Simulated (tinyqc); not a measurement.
Carrier density against temperature: charge neutrality of a doped semiconductor with incomplete ionisation. Computed by tinyqc, a small Python program. Command: `OMP_NUM_THREADS=1 python tinyqc.py 3020035 3020036 out.jsonl dopant walk`. One thread of a shared host (Intel(R) Xeon(R) Processor @ 2.30GHz), about 0.03 s of CPU time with the checks.

Energies are counted from the top of the valence band; E_D is measured down from the conduction band and E_A up from the valence band.

Inputs (values chosen for the exercise, modelled on GaP):
```
quantity                    value   unit
gap at 0 K E_g0              2.31     eV
Varshni alpha            0.000592   eV/K
Varshni beta                  365      K
electron mass m_e           0.499    m_0
valleys M_c                     3      -
hole mass m_h               0.808    m_0
donor density N_D         6.1e+16  cm^-3
acceptor density N_A      1.1e+15  cm^-3
donor depth E_D             0.107     eV
acceptor depth E_A          0.054     eV
donor degeneracy g_D            2      -
acceptor degeneracy g_A         4      -
```

Doping: n-type, compensated. Statistics of the bands: Boltzmann.

Constants: k_B = 8.617333262e-05 eV/K; m_0 = 9.1093837015e-31 kg; k_B = 1.380649e-23 J/K; h = 6.62607015e-34 J s.

Method:
- E_g = E_g0 - alpha T^2/(T + beta).
- N_c = 2 M_c (2 pi m_e k_B T/h^2)^(3/2) and N_v = 2 (2 pi m_h k_B T/h^2)^(3/2), masses in units of m_0.
- n = N_c exp((E_F - E_g)/k_B T), p = N_v exp(-E_F/k_B T).
- N_D+ = N_D/(1 + g_D exp((E_F - E_g + E_D)/k_B T)).
- N_A- = N_A/(1 + g_A exp((E_A - E_F)/k_B T)).
- Neutrality: p + N_D+ = n + N_A-; the log ratio is ln[(p + N_D+)/(n + N_A-)].
- Neutrality is solved by bisection at each T. The last column is -k_B d ln(n T^-3/2)/d(1/T) from this row and the one above; it turns negative as ionisation nears completion, when the density grows more slowly than that power of T.

Against temperature:
```
T (K)   n (cm^-3)  E_F from the band edge (eV)  ionised share  activation energy (eV)
44     2.2518e+07                      0.09447        0.01803                       -
56     1.3673e+10                      0.09105        0.01803                 0.10700
78     1.1565e+13                      0.08486        0.01822                 0.10682
110    1.0230e+15                      0.08208        0.03480                 0.09166
180    1.5992e+16                      0.10312        0.28020                 0.04901
280    4.5170e+16                      0.15134        0.75853                 0.01631
300    4.8517e+16                      0.16298        0.81340                -0.01158
410    5.6705e+16                      0.23379        0.94762                -0.03012
600    5.9148e+16                      0.36947        0.98767                -0.05902
620    5.9228e+16                      0.38435        0.98899                -0.07665
```

Between the two coldest rows the activation energy is 0.107 eV, 1.00 of the dopant depth: with compensation E_F is pinned at the level and the full depth shows. The density is within 10 % of the net doping from 410 K to 620 K.
